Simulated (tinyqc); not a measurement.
Comparisons within one model: gated graphene: carriers, quantum capacitance and optical conductivity. A value that a table varies takes the place of the one given here.

Cones E = +/- hv |k|, four flavours, D(E) = 2|E|/(pi hv^2). n = (2/pi)(kT/hv)^2 F_1(mu/kT), p = (2/pi)(kT/hv)^2 F_1(-mu/kT), in 1/angstrom^2 (1e16 for 1/cm^2); F_1(eta) = integral_0^infinity x dx/(1 + exp(x - eta)). Cq/e^2 = d(n - p)/d mu = (2 kT/(pi hv^2)) ln(2 + 2 cosh(mu/kT)).

Gate: V = mu/e + e (n - p)/Cox with Cox/e^2 = k/(4 pi e2 t), t in angstrom, e2 = e^2/(4 pi eps0); 1/(eV angstrom^2) in C/e^2 equals 1602.176634 microfarad/cm^2; total 1/C = 1/Cox + 1/Cq.

Conductivity over sigma0 = e^2/(4 hbar): interband Re = sinh(E/2kT)/(cosh(mu/kT) + cosh(E/2kT)); intraband Re = (8 kT/pi) ln(2 cosh(mu/2kT)) Gm/(E^2 + Gm^2). A free sheet absorbs about pi alpha_f Re(sigma/sigma0), alpha_f the fine-structure constant (alpha among the constants).

Constants: kB = 8.617333262e-05 eV/K; e^2/(4 pi eps0) = 14.39964547 eV angstrom; fine-structure constant alpha = 0.007297352564.

Inputs chosen for the exercise (Fermi velocity near that of graphene, gate dielectric near HfO2; the results hold for these values, not for the real material):
- hv = 6.27 eV angstrom (hbar vF)
- T = 150 K
- k = 17.23 (dielectric constant of the gate layer)
- t = 3 nm (its thickness)
- Gm = 10 meV (intraband damping)
- V = -0.4 V (gate voltage from the neutrality point)

## Gate sweep

Results:

| V (V) | mu (eV) | n - p (1/cm^2) | n + p (1/cm^2) | Cq (microfarad/cm^2) | C/Cox | Cox V/e (1/cm^2) |
|---|---|---|---|---|---|---|
| 0 | 0.0000 | 0 | 4.45e+10 | 0.465 | 0.084 | 0 |
| 0.012 | 0.0110 | 3.31e+10 | 5.42e+10 | 0.523 | 0.093 | 3.81e+11 |
| 0.032 | 0.0287 | 1.05e+11 | 1.11e+11 | 0.813 | 0.138 | 1.02e+12 |
| 0.080 | 0.0671 | 4.09e+11 | 4.09e+11 | 1.75 | 0.255 | 2.54e+12 |
| 0.16 | 0.1212 | 1.23e+12 | 1.23e+12 | 3.14 | 0.382 | 5.08e+12 |
| 0.28 | 0.1882 | 2.91e+12 | 2.91e+12 | 4.88 | 0.490 | 8.89e+12 |
| 0.40 | 0.2452 | 4.91e+12 | 4.91e+12 | 6.36 | 0.556 | 1.27e+13 |
| 0.60 | 0.3266 | 8.68e+12 | 8.68e+12 | 8.47 | 0.625 | 1.90e+13 |
| 0.88 | 0.4227 | 1.45e+13 | 1.45e+13 | 11.0 | 0.683 | 2.79e+13 |

At neutrality n + p = 4.45e+10 1/cm^2 of thermal carriers remain and C/Cox = 0.084; at the last row C/Cox = 0.683 and the plain capacitor rule overstates n - p by 92.4 %. Between the last two rows mu goes as V^0.67; for |mu| well above kT the limits are 1/2 where Cox is small against Cq and 1 where it is large.

## Absorption spectrum

mu = -0.24521 eV

Results:

| E (eV) | interband | intraband | absorption (%) |
|---|---|---|---|
| 0.049 | 0.0000 | 1.2483 | 2.862 |
| 0.098 | 0.0000 | 0.3217 | 0.738 |
| 0.172 | 0.0000 | 0.1052 | 0.241 |
| 0.245 | 0.0001 | 0.0519 | 0.119 |
| 0.343 | 0.0033 | 0.0265 | 0.068 |
| 0.417 | 0.0552 | 0.0179 | 0.168 |
| 0.490 | 0.4959 | 0.0130 | 1.167 |
| 0.564 | 0.9451 | 0.0098 | 2.189 |
| 0.638 | 0.9967 | 0.0077 | 2.303 |
| 0.785 | 1.0000 | 0.0051 | 2.304 |
| 0.981 | 1.0000 | 0.0032 | 2.300 |
| 1.471 | 1.0000 | 0.0014 | 2.296 |

The edge lies at 2|mu| = 0.490 eV and, for |mu| above about 3 kT (here 19.0), rises from 10 % to 90 % over about 8.8 kT = 0.114 eV. The absorption is lowest, 0.068 %, at 0.343 eV of those listed, between the Drude tail and the edge; at the last row it is 2.296 % against pi alpha_f = 2.293 %. The thin-sheet formula fails where the absorption is large, and trigonal warping matters above about 1.5 eV.

## What moves the Fermi level

All results formed anew. Each row changes one parameter from the base and keeps the others.

Results:

| case | mu (eV) | n - p (1/cm^2) | C/Cox |
|---|---|---|---|
| base | -0.2452 | -4.913e+12 | 0.5558 |
| V = -0.52 V | -0.2956 | -7.121e+12 | 0.6013 |
| t = 2.1 nm | -0.2694 | -5.921e+12 | 0.4904 |
| k = 20.68 | -0.2577 | -5.421e+12 | 0.5228 |
| hv = 6.9 eV angstrom | -0.2583 | -4.497e+12 | 0.5211 |
| T = 250 K | -0.2441 | -4.948e+12 | 0.5546 |

The largest shifts from the base row, up to three for each result and ties (the steps differ in size, so this ranks the rows, not the parameters). mu (eV): V -0.0504, t -0.0242, hv -0.0131. n - p (1/cm^2): V -2.21e+12, t -1.01e+12, k -5.08e+11. C/Cox: t -0.0654, V +0.0456, hv -0.0346.

Program tinyqc; command `OMP_NUM_THREADS=1 python tinyqc.py 1650706 1650707 out.jsonl`; about 0.01 s on one thread of a shared Intel(R) Xeon(R) Processor @ 2.30GHz.
